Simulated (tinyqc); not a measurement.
Inside a calculation. Model: punch-through p+-n junction, ionisation integral and breakdown.

tinyqc, about 0.08 s, one thread, Intel Xeon 2.30GHz (shared host): `OMP_NUM_THREADS=1 python tinyqc.py 2120028 2120029 out.jsonl` Printed values are rounded.

A p+ layer at x < 0 and an n drift layer from x = 0 to L on an n+ substrate. Depletion approximation, built-in voltage neglected. Local ionisation coefficients alpha_n = an exp(-(bn/E)^mx), alpha_p = ap exp(-(bp/E)^mx). Electrons move towards +x, holes towards x = 0.

Parameters, values chosen for the exercise; material values close to those of indium phosphide: relative permittivity eps_r = 12.4; prefactor of the electron ionisation coefficient an = 1.12e7 1/cm; field constant for electrons bn = 3.31e6 V/cm; prefactor of the hole ionisation coefficient ap = 4.8e6 1/cm; field constant for holes bp = 2.58e6 V/cm; exponent mx = 1; donor density of the drift layer N = 1.5e15 cm^-3; thickness of the drift layer L = 10 um; reverse voltage V = 221 V; share of the depleted width that the grid covers fr = 1.

Constants: q = 1.602176634e-19 C, eps0 = 8.8541878128e-14 F/cm where lengths are in cm. Results are converted to the units shown.

## Field and ionisation coefficients on a grid

W = sqrt(2 eps0 eps_r V/(q N)), peak field E0 = q N W/(eps0 eps_r), falling linearly to 0 at W; if W > L the layer is punched through: W = L, E0 = V/L + q N L/(2 eps0 eps_r), falling linearly to E1 = V/L - q N L/(2 eps0 eps_r). Grid: 12 equal steps from 0 to fr W.

W = 10 um

```
point   x (um)  E (kV/cm)  alpha_n (1/cm)  alpha_p (1/cm)
0       0.0000    330.446         500.031         1951.80
1       0.8333    312.205         278.502         1236.86
2       1.6667    293.964         144.250         740.665
3       2.5000    275.723         68.4860         414.435
4       3.3333    257.482         29.2583         213.580
5       4.1667    239.241         10.9792         99.4867
6       5.0000        221         3.50450         40.8505
7       5.8333    202.759        0.910848         14.2914
8       6.6667    184.518        0.181370         4.06227
9       7.5000    166.277       0.0253459        0.876195
10      8.3333    148.036      0.00218086        0.129498
11      9.1667    129.795      9.41723e-5       0.0111824
12     10.0000    111.554      1.45516e-6      4.33440e-4
```

## Ionisation integrals by the trapezoid rule

G(x) = integral from 0 to x of (alpha_n - alpha_p); I_n = integral of alpha_n exp(-G) (electrons injected at x = 0), I_p = integral of alpha_p exp(G(end) - G) (holes injected at the far edge); M = 1/(1 - I). All integrals by the trapezoid rule on the grid.

```
point          G  alpha_n exp(-G) (1/cm)
0       0.000000                 500.031
1      -0.100422                 307.922
2      -0.165204                 170.163
3      -0.204469                  84.024
4      -0.226564                  36.698
5      -0.237932                  13.929
6      -0.243176                   4.469
7      -0.245289                   1.164
8      -0.246008                   0.232
9      -0.246206                   0.032
10     -0.246246                   0.003
11     -0.246252                   0.000
12     -0.246253                   0.000
```

I_n = 0.0723876
I_p = 0.273379
M_n = 1.07804
M_p = 1.37623

A grid of 1500 steps over the whole width gives I_n = 0.07080 and I_p = 0.2708; the coarse I_n is 2.2 % above and the coarse I_p 0.96 % above those values. Holes multiply more: on this coarse grid M - 1 is 4.82 times as large for them.

## Breakdown voltage by secant steps

G(x) = integral from 0 to x of (alpha_n - alpha_p); I_n = integral of alpha_n exp(-G) (electrons injected at x = 0), I_p = integral of alpha_p exp(G(end) - G) (holes injected at the far edge); M = 1/(1 - I). Secant steps on ln I_n(V) = 0 with the integrals on a fine grid (1500 steps), from the points V = 213 and 279 V; stop when the step is below 1e-7 of V.

Course of the iteration:
```
step    V (V)       I_n  change of V (V)
1         279  0.589046             14.3
2     293.349  0.987602            0.346
3     293.695   1.00014         -3.92e-3
4     293.691   1.00000          1.31e-6
```

Breakdown at 293.69 V, with a peak field of 403.1 kV/cm and W = 10.00 um. The integral for holes reaches 1 at the same voltage.
